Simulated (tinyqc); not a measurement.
Changing the base width W: minority-electron transport through the base of a bipolar transistor (Moll-Ross and Kroemer integrals). Computed by tinyqc, a small Python program. Command: `OMP_NUM_THREADS=1 python tinyqc.py 3003102 3003103 out.jsonl base sweep`. One thread of a shared host (Intel(R) Xeon(R) Processor @ 2.30GHz), about 0.01 s of CPU time with the checks.

Low injection, one dimension, x from the emitter edge (0) to the collector edge (W), s = x/W. Recombination is treated as a small correction (valid for tau_B well below tau_n), computed from the stored charge.

Inputs (values chosen for the exercise, modelled on silicon):
```
quantity                                     value        unit
intrinsic density n_i at the emitter edge  9.5e+09      1/cm^3
base doping at the emitter edge N_0        9.8e+18      1/cm^3
mu_min                                         240  cm^2/(V s)
mu_max                                        1330  cm^2/(V s)
N_ref                                      1.4e+17      1/cm^3
saturation velocity v_s                       0.74    1e7 cm/s
electron lifetime tau_n                         13          ns
emitter Gummel number G_E                  3.8e+13      s/cm^4
base-emitter voltage V_BE                     0.62           V
temperature T                                  300           K
gap narrowing across the base dE_g             160         meV
```

Base doping profile: uniform. Gap grading: linear. Exit of the base: infinite sink.

Constants: k_B = 8.617333262e-05 eV/K; e = 1.602176634e-19 C.

Method:
- N(x) = N_0; n_i(x)^2 = n_i^2 exp(s dE_g/k_B T); D(x) = (k_B T/e) mu, mu = mu_min + (mu_max - mu_min)/(1 + (N/N_ref)^0.7).
- With y(x) = N n_i^2/(D n_i(x)^2): base Gummel number G_B = int_0^W y dx; J_C = e n_i^2 exp(e V_BE/k_B T)/G_B; n(x) = (J_C/e)(n_i(x)^2/(N n_i^2)) [int_x^W y dx]; transit time tau_B = (e/J_C) int n dx; trapezoid rule on 401 even points.
- Emitter-limited gain beta_E = G_E/G_B; recombination-limited gain beta_R = tau_n/tau_B; 1/beta = 1/beta_E + 1/beta_R; f_T from the base alone = 1/(2 pi tau_B).

One run for each value; columns: (1) base width W (nm); (2) base transit time tau_B (ps); (3) current gain beta; (4) f_T from the base alone (GHz); (5) mean velocity W/tau_B (1e7 cm/s); (6) share of the exit term in G_B (%):
```
(1)         (2)    (3)        (4)    (5)  (6)
10    1.789e-02  182.1  8.895e+03  5.589    0
18    5.797e-02  101.1  2.745e+03  3.105    0
32    1.832e-01   56.9  8.687e+02  1.747    0
56    5.611e-01   32.5  2.836e+02  0.998    0
100   1.789e+00   18.2  8.895e+01  0.559    0
180   5.797e+00   10.1  2.745e+01  0.310    0
320   1.832e+01    5.6  8.687e+00  0.175    0
560   5.611e+01    3.2  2.836e+00  0.100    0
1000  1.789e+02    1.8  8.895e-01  0.056    0
```

What does the table show, and why?

Over the rows, base transit time tau_B (ps) rises from 0.0179 to 179 (exponent d ln y / d ln x about 2.0 throughout); current gain beta falls from 182 to 1.78 (exponent d ln y / d ln x about -1.0 throughout); f_T from the base alone (GHz) falls from 8900 to 0.890 (exponent d ln y / d ln x about -2.0 throughout). The exponent of base transit time tau_B stays at 2: diffusion, or drift in a field proportional to 1/W. The exponent of current gain beta stays between -1.02 and -1.00, near -1: emitter-limited gain, or recombination with a transit time limited by the exit velocity.

Caution (rows 10.0, 18.0, 32.0, 56.0): the mean velocity exceeds v_s, so drift-diffusion with a low-field mobility overstates the speed. Caution (rows 10.0, 18.0): the base is only a few mean free paths wide, so transport is partly ballistic.
